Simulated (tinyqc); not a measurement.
From results back to parameters: electrons shared among three sets of ellipsoidal valleys. Five cases, with inputs chosen for the exercise.

Problem. An ellipsoidal valley with ml > mt has m_d = (ml mt^2)^(1/3) and 1/m_c = (1/ml + 2/mt)/3.

Case 1.

m_d = 0.317718 m0
m_c = 0.256793 m0

Case 2.

m_d = 0.300965 m0
m_c = 0.216612 m0

Case 3.

m_d = 0.237487 m0
m_c = 0.149840 m0

Case 4.

m_d = 0.303320 m0
m_c = 0.206715 m0

Case 5.

m_d = 0.301518 m0
m_c = 0.215426 m0

Find: K = ml/mt; ml; mt.

Solution. m_d/m_c = K^(1/3) (2 + 1/K)/3 rises steadily for K > 1, so it fixes K; then mt = m_d/K^(1/3) and ml = K mt.

Case 1.

K = ml/mt = 4.73
ml = 0.895 m0
mt = 0.1893 m0

Case 2.

K = ml/mt = 7.45
ml = 1.148 m0
mt = 0.1541 m0

Case 3.

K = ml/mt = 11.87
ml = 1.236 m0
mt = 0.1041 m0

Case 4.

K = ml/mt = 9.08
ml = 1.320 m0
mt = 0.1454 m0

Case 5.

K = ml/mt = 7.65
ml = 1.171 m0
mt = 0.1530 m0

Computed by tinyqc, one run a case: `OMP_NUM_THREADS=1 python tinyqc.py N N+1 out.jsonl` with N = 1681642, 1681671, 1681684, 1681695, 1681716; one thread of a shared Intel(R) Xeon(R) Processor @ 2.30GHz, about 0.02 s a run at most.
